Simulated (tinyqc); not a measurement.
Configuration-coordinate model of a defect: Huang-Rhys factor and luminescence line shape: one step, computed by the program tinyqc.

Ground state E_g(Q) = (1/2) omega_g^2 Q^2; excited state E_e(Q) = E_0 + (1/2) omega_e^2 (Q - dQ)^2 with omega_e = omega_g and E_0 = E_ZPL. Q is mass-weighted; the dipole does not depend on Q (Condon approximation).

Question. Emission lines at zero temperature. From the lowest excited level the line to ground level n lies at E_ZPL - n hbar omega_g with Franck-Condon weight exp(-S) S^n/n!; the emitted intensity carries a further factor E^3. S = S_g; up to eleven lines, of positive energy only, from n = max(0, integer part of S - 5).

Inputs (values chosen for the exercise, for a model defect in a wide-gap host): zero-phonon energy E_ZPL = 2.62 eV; ground-state phonon hbar omega_g = 93.4 meV.

Modes: equal frequencies in both states.

S_g = 0.5909894

Give: Lines.

Answer.

Lines:
```
n   energy (eV)      weight  intensity / largest
0        2.6200  5.5378e-01           1.0000e+00
1        2.5266  3.2728e-01           5.3001e-01
2        2.4332  9.6709e-02           1.3988e-01
3        2.3398  1.9051e-02           2.4503e-02
4        2.2464  2.8148e-03           3.2038e-03
5        2.1530  3.3270e-04           3.3338e-04
6        2.0596  3.2770e-05           2.8747e-05
7        1.9662  2.7667e-06           2.1116e-06
8        1.8728  2.0439e-07           1.3480e-07
9        1.7794  1.3421e-08           7.5923e-09
10       1.6860  7.9318e-10           3.8168e-10
```

The weight peaks at n = 0 and the intensity at n = 0.
